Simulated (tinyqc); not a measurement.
Avalanche multiplication and breakdown of a junction from ionisation integrals: one step, computed by the program tinyqc.

Ionisation coefficients follow the local field. Position x runs through the depletion layer from the p side (x = 0), where electrons enter, to the n side (x = w), where holes enter. The built-in voltage is neglected.

Problem. Breakdown. alpha_n = a_n exp(-(b_n/F)^c), alpha_p = a_p exp(-(b_p/F)^c). Field F = F_m [1 - (2x/w - 1)^2], w = sqrt(8 eps eps_0 F_m/(e a)), V = (2/3) F_m w. With Phi(x) = int_0^x (alpha_n - alpha_p) dx': 1 - 1/M_n = I_n = int_0^w alpha_n exp(-Phi) dx and M_p = M_n exp(-Phi(w)); trapezoid rule on 401 even points; breakdown at I_n = 1. Solve I_n(F_m) = 1.

Inputs (values chosen for the exercise, modelled on germanium):
```
quantity,value,unit
electron prefactor a_n,1.51e+07,1/cm
electron field b_n,1.58e+06,V/cm
hole prefactor a_p,9.46e+06,1/cm
hole field b_p,1.26e+06,V/cm
exponent c,1,-
permittivity eps,16,-
doping gradient a,2.6e+19,1/cm^4
```

Junction: linearly graded.

Constants: e = 1.602176634e-19 C; eps_0 = 8.8541878128e-12 F/m.

Give: critical field F_m; width at breakdown; breakdown voltage.

Solution.

critical field F_m = 0.1803 MV/cm

width at breakdown = 7.004 micrometre

breakdown voltage = 84.19 V
